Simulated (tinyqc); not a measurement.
Strength against creep resistance: grain growth, pinning, strength and diffusional creep of a polycrystal or thin film. Computed by tinyqc, a small Python program. Command: `OMP_NUM_THREADS=1 python tinyqc.py 3026777 3026778 out.jsonl grain walk`. One thread of a shared host (Intel(R) Xeon(R) Processor @ 2.30GHz), about 0.01 s of CPU time with the checks.

One mean grain size d describes the structure.

Inputs (values chosen for the exercise, modelled on nickel): atomic volume Omega = 10.94 angstrom^3; boundary energy gamma = 0.79 J/m^2; mobility prefactor M0 = 4.5e-05 m^4/(J s); activation energy of boundary motion Q_m = 1.41 eV; anneal temperature T = 550 K; anneal time t = 1700 s; initial grain size d0 = 19 nm; particle volume fraction f = 0.0013; particle radius r = 8.9 nm; Hall-Petch slope k_y = 0.18 MPa m^0.5; lattice diffusion energy Q_l = 3.02 eV; boundary diffusion energy Q_b = 1.19 eV; lattice prefactor D0 = 9.1e-05 m^2/s; boundary prefactor delta D0b = 1.9e-15 m^3/s; applied stress sigma = 35 MPa; service temperature T_c = 564 K.

Sample: bulk.

Constants: k_B = 8.617333262e-05 eV/K; k_B = 1.380649e-23 J/K.

Method:
- M = M0 exp(-Q_m/(k_B T)). The driving pressure is 2 gamma/d. Zener pinning pressure 3 f gamma/(2 r) stops growth at d_Z = 4 r/(3 f). The limit is d_lim = d_Z.
- dd/dt = 2 M gamma (1/d - 1/d_lim) integrates to 2 M gamma t = d_lim (d0 - d) + d_lim^2 ln[(d_lim - d0)/(d_lim - d)]; without pinning d^2 = d0^2 + 4 M gamma t.
- Nabarro-Herring rate = 14 sigma Omega D_l/(k_B T d^2), D_l = D0 exp(-Q_l/(k_B T)); Coble rate = 14 pi sigma Omega delta D_b/(k_B T d^3), delta D_b = delta D0b exp(-Q_b/(k_B T)); they are equal at d_x = pi delta D_b/D_l.
- Hall-Petch term k_y/sqrt(d).

crossover size d_x = 1.47684e+12 micrometre

At T_c and sigma:
```
d (nm)  Hall-Petch term (MPa)  Nabarro-Herring (1/s)  Coble (1/s)  time to 1 % (s)
30                     1039.2             7.1879e-17   3.5385e-03       2.8261e+00
100                     569.2             6.4691e-18   9.5539e-05       1.0467e+02
300                     328.6             7.1879e-19   3.5385e-06       2.8261e+03
1000                    180.0             6.4691e-20   9.5539e-08       1.0467e+05
3000                    103.9             7.1879e-21   3.5385e-09       2.8261e+06
10000                    56.9             6.4691e-22   9.5539e-11       1.0467e+08
100000                   18.0             6.4691e-24   9.5539e-14       1.0467e+11
```

What does the comparison show, and why?

From 100 micrometre to 30 nm grains the Hall-Petch term grows 58 times, while the time to 1 % strain shrinks by 10.6 decades. Coble creep rules in 7 of the seven rows (d_x is a millimetre or more). Fine grains resist slip but creep fast. The Hall-Petch value at 30 nm is at the edge of that law. Caution: T_c is above the anneal temperature, so the grains would go on growing in service.

Extremes, crossings and ranges named in words are read from the listed rows.
